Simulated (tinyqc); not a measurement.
Admittance spectroscopy and thermally stimulated current of one trap level in a depletion layer: one step, computed by the program tinyqc.

A Schottky junction on n-type material holds one donor-like electron trap; shallow donors are fully ionised and abrupt depletion edges are assumed.

Task: The capacitance step. With E_c - E_F = k_B T_p ln(N_c/N): lambda = sqrt(2 eps eps_0 (E_t - (E_c - E_F))/(e^2 N)); traps are empty and charged for x < x_t = w - lambda, and V_b = e (N w^2 + N_t x_t^2)/(2 eps eps_0). High frequency: C_hf = eps eps_0/w. Low frequency: C_lf = eps eps_0 (N + N_t)/(N w + N_t x_t).

Inputs (values chosen for the exercise, modelled on n-type germanium):

| quantity | value | unit |
|---|---|---|
| dielectric constant eps | 16 | - |
| shallow doping N | 7e+15 | 1/cm^3 |
| trap density N_t | 2e+15 | 1/cm^3 |
| trap depth E_t below the band | 0.215 | eV |
| band bending V_b | 0.36 | V |

E_c - E_F = k_B T_p ln(N_c/N) = 0.08323111 eV

Constants: eps_0 = 8.8541878128e-12 F/m; e = 1.602176634e-19 C.

Give: lambda; depletion width w; crossing point x_t; C_hf; C_lf; step (C_lf - C_hf)/C_hf; small-N_t estimate (N_t/N)(lambda/w).

Result:

lambda = 182.45 nm

depletion width w = 295.46 nm

crossing point x_t = 113.01 nm

C_hf = 47.947 nF/cm^2

C_lf = 55.573 nF/cm^2

step (C_lf - C_hf)/C_hf = 0.15905

small-N_t estimate (N_t/N)(lambda/w) = 0.17643

Reading N_t/N straight from the step would give 0.159 against the true 0.286: the factor lambda/w must be known.
